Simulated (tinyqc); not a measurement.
Inside a calculation. Model: nucleation and growth of vacancy voids in a cooling silicon-like crystal. Computed by tinyqc, a small Python program that keeps every step. Command: `OMP_NUM_THREADS=1 python tinyqc.py 3021488 3021489 out.jsonl voids walk`. One thread of a shared host (Intel(R) Xeon(R) Processor @ 2.30GHz), about 0.9 s of CPU time with the checks. Intermediate numbers are printed to about 6 digits and carried at full precision; extremes and crossings named in words are read from the listed rows.

Spherical voids; vacancies are lost only to voids.

Inputs (values chosen for the exercise, close to those used for silicon):

| quantity | value | unit |
|---|---|---|
| vacancy density at the melting point C_m | 6e+14 | 1/cm^3 |
| formation energy E_f | 4.27 | eV |
| melting point T_m | 1685 | K |
| diffusion prefactor D0 | 0.0014 | cm^2/s |
| migration energy E_m | 0.39 | eV |
| site density rho | 5e+22 | 1/cm^3 |
| void surface energy gamma | 0.927 | J/m^2 |
| cooling rate q | 1.3 | K/min |
| vacancy excess C0 | 4.9e+13 | 1/cm^3 |
| temperature of the worked step T | 1340 | K |
| temperature step | 0.125 | K |

Vacancy supply: given.

Constants: k_B = 8.617333262e-05 eV/K; k_B = 1.380649e-23 J/K; e = 1.602176634e-19 C.

## Vacancy excess

C = C0 as given.

initial excess C = 4.90e+13 1/cm^3

## Nucleation rate at T with the initial excess

C_e = C_m exp[-(E_f/k_B)(1/T - 1/T_m)]; D = D0 exp(-E_m/(k_B T)); f = k_B T ln(C/C_e); r* = 2 gamma/(rho f); W* = 16 pi gamma^3/(3 rho^2 f^2); Z = f/sqrt(12 pi W* k_B T); I = rho Z (4 pi r* D C) exp(-W*/(k_B T)).

C_e = 3.09019e+11 1/cm^3

D = 4.77889e-05 cm^2/s

driving force f = 0.585002 eV

critical radius r* = 0.395614 nm

W*/(k_B T) = 32.8491

rate I = 4.53980e+10 1/(cm^3 s)

Cooling by 10 K multiplies I by 15: nucleation switches on within a narrow range of temperature. Caution: at such a rate voids would have used up the initial excess before the crystal cooled to this T.

## Cooling through the nucleation range

March down from 1500 K in steps dT, dt = dT/q, with values at the upper end of each step: a class of I dt voids is born with r*; then all classes grow by r^2 += 2 D (C - C_e) dt/rho; C falls by the vacancies added to voids. Stop at 1150 K. T_n is the T of the largest I, N the final count (classes under 1e-6 /cm^3 are dropped), and the mean radius the number average.

Rows around the peak of I:

| T (K) | C (1/cm^3) | C_e (1/cm^3) | I (1/(cm^3 s)) | voids (1/cm^3) | mean radius (nm) |
|---|---|---|---|---|---|
| 1410.75 | 4.90000e+13 | 1.97417e+12 | 2.45073e-06 | 1.02354e-04 | 19.2291 |
| 1400.75 | 4.90000e+13 | 1.53633e+12 | 1.23740e-02 | 6.87807e-01 | 22.7300 |
| 1390.75 | 4.89949e+13 | 1.19129e+12 | 1.38235e+01 | 9.33531e+02 | 24.5511 |
| 1385.75 | 4.88696e+13 | 1.04758e+12 | 2.73184e+02 | 2.09842e+04 | 25.6759 |
| 1382.75 | 4.82445e+13 | 9.69381e+11 | 1.07043e+03 | 1.03779e+05 | 27.2977 |
| 1380.75 | 4.69098e+13 | 9.20347e+11 | 1.54118e+03 | 2.28312e+05 | 30.0315 |
| 1378.75 | 4.42696e+13 | 8.73661e+11 | 1.00041e+03 | 3.54467e+05 | 35.3190 |
| 1376.75 | 4.04293e+13 | 8.29219e+11 | 2.64406e+02 | 4.11356e+05 | 42.7944 |
| 1374.75 | 3.59948e+13 | 7.86917e+11 | 3.22815e+01 | 4.22801e+05 | 50.2844 |
| 1371.75 | 2.92970e+13 | 7.27268e+11 | 4.12457e-01 | 4.24004e+05 | 58.9582 |
| 1368.75 | 2.32561e+13 | 6.71909e+11 | 1.34533e-03 | 4.24016e+05 | 64.9957 |

temperature of peak nucleation T_n = 1380.75 K

void density N = 424016 1/cm^3

mean radius = 81.4063 nm

vacancies left at 1150 K = 1.64301e+09 1/cm^3

I rises as supersaturation builds and collapses once the first voids have drawn C down by 4 % at the peak. Nearly all the excess then goes into these voids: [3 C/(4 pi rho N)]^(1/3) = 82.0 nm.

## Cooling rate

The formulas are those given above.

At fixed C:

| q (K/min) | T_n (K) | N (1/cm^3) | mean radius (nm) |
|---|---|---|---|
| 0.13 | 1390.250 | 1.41593e+04 | 253.150 |
| 0.33 | 1386.625 | 5.60324e+04 | 159.964 |
| 0.65 | 1383.750 | 1.52427e+05 | 114.543 |
| 1.30 | 1380.750 | 4.24016e+05 | 81.406 |
| 2.60 | 1377.500 | 1.17924e+06 | 57.858 |
| 5.20 | 1374.125 | 3.27864e+06 | 41.123 |
| 13.00 | 1369.375 | 1.26616e+07 | 26.189 |

Over the rows N goes as q^1.48 and the radius as q^-0.49, near the 3/2 and -1/2 of the scaling argument (depletion time 1/(4 pi N r D) equal to the time in the nucleation range, at fixed N r^3). T_n drops only 21 K for a factor 100 in q. Fast cooling gives many small voids, which an anneal can dissolve.

## Vacancy excess varied

The formulas are those given above.

At fixed q:

| C (1/cm^3) | T_n (K) | N (1/cm^3) | mean radius (nm) |
|---|---|---|---|
| 2.00e+13 | 1337.625 | 801040 | 48.801 |
| 2.90e+13 | 1355.250 | 615274 | 60.338 |
| 4.90e+13 | 1380.750 | 424016 | 81.406 |
| 7.80e+13 | 1404.000 | 304901 | 106.144 |
| 1.20e+14 | 1426.125 | 224656 | 135.719 |

More vacancies nucleate earlier (T_n rises by 88 K) and give fewer, larger voids: N goes as C^-0.71 and the radius as C^0.57, steeper than the -1/2 and +1/2 of the scaling argument at fixed D, because D rises with T_n.

Checks made by the program: Z against the curvature of W(n) (relative difference below 1e-10); N against a run with half the step (relative difference 1e-03).
